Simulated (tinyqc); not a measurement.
Tight binding, honeycomb lattice, step by step. One step of it, computed by the program tinyqc.

Problem. Bloch Hamiltonian at K. H_AB = -t1 (1 + exp(-i k.a1) + exp(-i k.a2)); H_AA = delta - 2 t2 sum cos(k.b + phi), H_BB = -delta - 2 t2 sum cos(k.b - phi), b = a1, a2 - a1, -a2.

Parameters chosen for this model:
```
parameter,value,unit
t1,1.260000,"eV, nearest"
t2,0,"eV, second neighbours"
phi,-1.560000,"rad, phase of t2 (Haldane)"
delta,0,"eV, +/- on A and B"
```

k point K (fractions of the reciprocal vectors): 0.333333  0.666667

Give: H(k) at K.

Solution.

H(k) at K (eV):
```
,A,B
A,0.000,0.000
B,0.000,0.000
```
